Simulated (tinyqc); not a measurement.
## Trap density and grain size from the barrier

Question. With all traps filled Vb = q Qt^2/(8 eps0 eps_r N), and in that limit the barrier is largest at N* = Qt/Lg. Find Qt, Lg and the depleted width Qt/N.

Values chosen for this exercise:

| symbol | value | unit | meaning |
|---|---|---|---|
| eps_r | 11.7 |  | relative permittivity of the semiconductor |

Constants: q = 1.602176634e-19 C, eps0 = 8.8541878128e-14 F/cm where lengths are in cm. Results are converted to the units shown.

barrier at N = 2.9e17 cm^-3 = 0.24065507 V
doping of the largest barrier = 9.5e16 cm^-3

Answer. The barrier gives Qt, and N* then gives Lg.

Qt = 1.90e12 cm^-2
Lg = 200 nm
depleted width = 65.5 nm

Numbers from tinyqc (`OMP_NUM_THREADS=1 python tinyqc.py 2610033 2610034 out.jsonl`; about 0.01 s on one thread of a shared Intel Xeon 2.30GHz).
